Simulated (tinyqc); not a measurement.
# Donor binding, ionisation and the Mott limit: ionisation against doping

Hydrogenic donor: Ry = (m0 q^3/(8 eps0^2 h^2)) me/eps_r^2 in eV, E0 = cc Ry, radius a = q/(8 pi eps0 eps_r E0), Mott density Nm = (0.26/a)^3. Below Nm the level sinks as Ed = E0 [1 - (N/Nm)^(1/3)]. Neutrality: Nc F12(eta) = N/(1 + 2 exp(eta + Ed/kB T)), F12(x) = (2/sqrt(pi)) int_0^infinity sqrt(u)/(1 + exp(u - x)) du.

The neutrality equation is solved with F12 in each row.

Parameters, values chosen for the exercise; band and dielectric values close to those of gallium arsenide:
```
symbol    value   unit                                                  meaning
T            77      K                                              temperature
eps_r        13                                           relative permittivity
me       0.0671     m0  mass in the hydrogenic formula, set independently of Nc
Nc      5.68e16  cm^-3                conduction-band density of states at 77 K
cc          1.3          ratio of the true binding energy to the hydrogenic one
```

Constants: q = 1.602176634e-19 C, kB = 1.380649e-23 J/K, eps0 = 8.8541878128e-12 F/m, h = 6.62607015e-34 J s, m0 = 9.1093837015e-31 kg, Vt = kB T/q. Results are converted to the units shown.

Ionisation against doping:

| N (cm^-3) | N/Nm | Ed (meV) | ionised (%) | ionised with Ed = E0 (%) |
|---|---|---|---|---|
| 1.5e13 | 4.186e-4 | 6.497 | 99.86 | 99.85 |
| 4.2e13 | 0.001172 | 6.282 | 99.62 | 99.58 |
| 1.2e14 | 0.003349 | 5.972 | 98.98 | 98.81 |
| 3.5e14 | 0.009768 | 5.521 | 97.31 | 96.67 |
| 1e15 | 0.02791 | 4.893 | 93.52 | 91.46 |
| 2.9e15 | 0.08093 | 3.985 | 86.01 | 80.60 |
| 8.3e15 | 0.2316 | 2.710 | 74.58 | 64.16 |
| 2.4e16 | 0.6698 | 0.8783 | 60.87 | 45.66 |

What does the table show?

The ionised share falls from 99.9 to 60.9 %, against 99.8 to 45.7 % for a fixed level: a higher density raises EF against the level, which fills more donors, while the sinking Ed works the other way.

Range of the model: A sharp level with degeneracy 2 overstates freeze-out near Nm, where the impurity band broadens and merges with the conduction band.

Numbers from tinyqc (`OMP_NUM_THREADS=1 python tinyqc.py 2330095 2330096 out.jsonl`; about 0.01 s on one thread of a shared Intel Xeon 2.30GHz).
